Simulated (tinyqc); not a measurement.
Inside a calculation. Method: plane-wave Kohn-Sham cycle with exchange-only LDA in a layered model solid. Computed by tinyqc, a small Python program that keeps every step. Settings: points = 16, plane-wave index or count = 3, electrons = 2, k points = 3, area = 33.0, mixing = 1.0, iteration cap = 55. Command: `OMP_NUM_THREADS=1 python tinyqc.py 23736 23737 out.jsonl` (the two numbers bound the seeds that draw the settings). One thread of a shared host (Intel(R) Xeon(R) Processor @ 2.60GHz), about 0.02 s of CPU time with the checks. Later iterations appear only in the table of the cycle.

## Iteration 1: potential

A solid whose potential varies along x alone (atomic units):
```
parameter                      value
period a                   15.600000
cross-section of the cell  33.000000
electrons per cell                 2
grid points                       16
plane waves -n..n, n               3
k points                           3
V1 in V1 cos(2 pi x/a)     -0.190000
V2 in V2 cos(4 pi x/a)      0.070000
```

density at the start, on the grid x_j = j a/N (e/bohr^3): 0.00388500  0.00388500  0.00388500  0.00388500  0.00388500  0.00388500  0.00388500  0.00388500  0.00388500  0.00388500  0.00388500  0.00388500  0.00388500  0.00388500  0.00388500  0.00388500

V_H(G) = 4 pi rho(G)/G^2 for G != 0 (uniform background); v_x = -(3 rho/pi)^(1/3); V = V_ext + V_H + v_x; Fourier components f(G_m) = (1/N) sum_j f(x_j) exp(-i G_m x_j).

Potentials on the grid (hartree):
```
x              V_ext       V_H        v_x          V
0.000000   -0.120000  0.000000  -0.154806  -0.274806
0.975000   -0.126040  0.000000  -0.154806  -0.280846
1.950000   -0.134350  0.000000  -0.154806  -0.289156
2.925000   -0.122207  0.000000  -0.154806  -0.277013
3.900000   -0.070000  0.000000  -0.154806  -0.224806
4.875000    0.023212  0.000000  -0.154806  -0.131594
5.850000    0.134350  0.000000  -0.154806  -0.020456
6.825000    0.225035  0.000000  -0.154806   0.070229
7.800000    0.260000  0.000000  -0.154806   0.105194
8.775000    0.225035  0.000000  -0.154806   0.070229
9.750000    0.134350  0.000000  -0.154806  -0.020456
10.725000   0.023212  0.000000  -0.154806  -0.131594
11.700000  -0.070000  0.000000  -0.154806  -0.224806
12.675000  -0.122207  0.000000  -0.154806  -0.277013
13.650000  -0.134350  0.000000  -0.154806  -0.289156
14.625000  -0.126040  0.000000  -0.154806  -0.280846
```

V(G_m), m = 0, 1, 2, ... (hartree): -0.154806  -0.095000  0.035000  0.000000  0.000000  0.000000  0.000000

## Iteration 1: Hamiltonian at one k

k = 0.000000 2 pi / a

H(m,m') = (k + G_m)^2/2 delta + V(G_m - G_m'), with V(-G) = V(G).

H (hartree):
```
           -3         -2         -1         +0         +1         +2         +3
-3   0.575194  -0.095000   0.035000   0.000000   0.000000   0.000000   0.000000
-2  -0.095000   0.169639  -0.095000   0.035000   0.000000   0.000000   0.000000
-1   0.035000  -0.095000  -0.073695  -0.095000   0.035000   0.000000   0.000000
+0   0.000000   0.035000  -0.095000  -0.154806  -0.095000   0.035000   0.000000
+1   0.000000   0.000000   0.035000  -0.095000  -0.073695  -0.095000   0.035000
+2   0.000000   0.000000   0.000000   0.035000  -0.095000   0.169639  -0.095000
+3   0.000000   0.000000   0.000000   0.000000   0.035000  -0.095000   0.575194
```

## Iteration 1: levels at that k

Diagonalise the Hermitian matrix.

eigenvalues (hartree): -0.243773  -0.138071  -0.013522  0.173532  0.206716  0.600677  0.601912

## Iteration 1: new density

Motion across x is left out: the lowest 1 band(s) hold two electrons at each of the k points (j + 1/2)/nk - 1/2. Residual R = rho(out) - rho(in); rho(new) = rho(in) + 1 R. rho(out) = 2/(a A nk) sum |psi|^2 with psi = sum c exp(i G x). Harris energy E = band energy - dV sum rho (V_H/2 + v_x) + (3/4) dV sum rho v_x with rho(in), dV = a A/N, band energy = (2/nk) sum of the filled levels.

rho(out) (e/bohr^3): 0.01030039  0.00964046  0.00771866  0.00499008  0.00243972  0.00085968  0.00022051  0.00004980  0.00002186  0.00004980  0.00022051  0.00085968  0.00243972  0.00499008  0.00771866  0.00964046

density after iteration 1 (e/bohr^3): 0.01030039  0.00964046  0.00771866  0.00499008  0.00243972  0.00085968  0.00022051  0.00004980  0.00002186  0.00004980  0.00022051  0.00085968  0.00243972  0.00499008  0.00771866  0.00964046

energy per cell = -0.40959870 hartree

## Iteration 2: potential

As before.

Potentials on the grid (hartree):
```
x              V_ext        V_H        v_x          V
0.000000   -0.120000   0.429650  -0.214260   0.095390
0.975000   -0.126040   0.391988  -0.209583   0.056365
1.950000   -0.134350   0.286849  -0.194613  -0.042114
2.925000   -0.122207   0.136751  -0.168278  -0.153734
3.900000   -0.070000  -0.026736  -0.132568  -0.229304
4.875000    0.023212  -0.173973  -0.093635  -0.244396
5.850000    0.134350  -0.286030  -0.059493  -0.211173
6.825000    0.225035  -0.354766  -0.036229  -0.165960
7.800000    0.260000  -0.377816  -0.027536  -0.145352
8.775000    0.225035  -0.354766  -0.036229  -0.165960
9.750000    0.134350  -0.286030  -0.059493  -0.211173
10.725000   0.023212  -0.173973  -0.093635  -0.244396
11.700000  -0.070000  -0.026736  -0.132568  -0.229304
12.675000  -0.122207   0.136751  -0.168278  -0.153734
13.650000  -0.134350   0.286849  -0.194613  -0.042114
14.625000  -0.126040   0.391988  -0.209583   0.056365
```

V(G_m), m = 0, 1, 2, ... (hartree): -0.126912  0.060001  0.051043  0.000268  -0.000125  -0.000061  0.000037

## Iteration 2: Hamiltonian at one k

k = 0.000000 2 pi / a

As before.

H (hartree):
```
           -3         -2         -1         +0         +1         +2         +3
-3   0.603088   0.060001   0.051043   0.000268  -0.000125  -0.000061   0.000037
-2   0.060001   0.197533   0.060001   0.051043   0.000268  -0.000125  -0.000061
-1   0.051043   0.060001  -0.045801   0.060001   0.051043   0.000268  -0.000125
+0   0.000268   0.051043   0.060001  -0.126912   0.060001   0.051043   0.000268
+1  -0.000125   0.000268   0.051043   0.060001  -0.045801   0.060001   0.051043
+2  -0.000061  -0.000125   0.000268   0.051043   0.060001   0.197533   0.060001
+3   0.000037  -0.000061  -0.000125   0.000268   0.051043   0.060001   0.603088
```

## Iteration 2: levels at that k

As before.

eigenvalues (hartree): -0.173690  -0.110644  0.008522  0.197788  0.225946  0.616720  0.618086

## Iteration 2: new density

As before.

rho(out) (e/bohr^3): 0.00010326  0.00021492  0.00075094  0.00216522  0.00444557  0.00648096  0.00712115  0.00667892  0.00634145  0.00667892  0.00712115  0.00648096  0.00444557  0.00216522  0.00075094  0.00021492

density after iteration 2 (e/bohr^3): 0.00010326  0.00021492  0.00075094  0.00216522  0.00444557  0.00648096  0.00712115  0.00667892  0.00634145  0.00667892  0.00712115  0.00648096  0.00444557  0.00216522  0.00075094  0.00021492

energy per cell = -0.52680111 hartree

## Convergence

Stop when sqrt(dV sum R^2) is below 1e-8, dV = a A/N.

Course of the cycle:
```
iteration  E (hartree)  norm of the residual
1          -0.40959870              8.66e-02
2          -0.52680111              1.49e-01
3          -0.84348725              1.71e-01
4          -0.66710024              1.76e-01
5          -0.92092853              1.77e-01
6          -0.67308080              1.77e-01
7          -0.92394664              1.77e-01
8          -0.67329343              1.77e-01
9          -0.92405466              1.77e-01
10         -0.67330111              1.77e-01
11         -0.92405855              1.77e-01
...                ...                   ...
45         -1.15871324              2.21e-01
46         -1.15569298              2.21e-01
47         -1.15744794              2.21e-01
48         -1.15643658              2.21e-01
49         -1.15702222              2.21e-01
50         -1.15668404              2.21e-01
51         -1.15687964              2.21e-01
52         -1.15676661              2.21e-01
53         -1.15683196              2.21e-01
54         -1.15679419              2.21e-01
55         -1.15681602              2.21e-01
```

Not converged within 55 iterations: the residual has stopped falling. Reruns (cap 100 unless said): mixing 0.1: not converged; mixing 0.5, Kerker q0 1.0: converged in 90 (E = -0.29482); mixing 0.3, Pulay depth 5: converged in 11 (E = -0.29482); the original settings with a cap of 400: not converged.
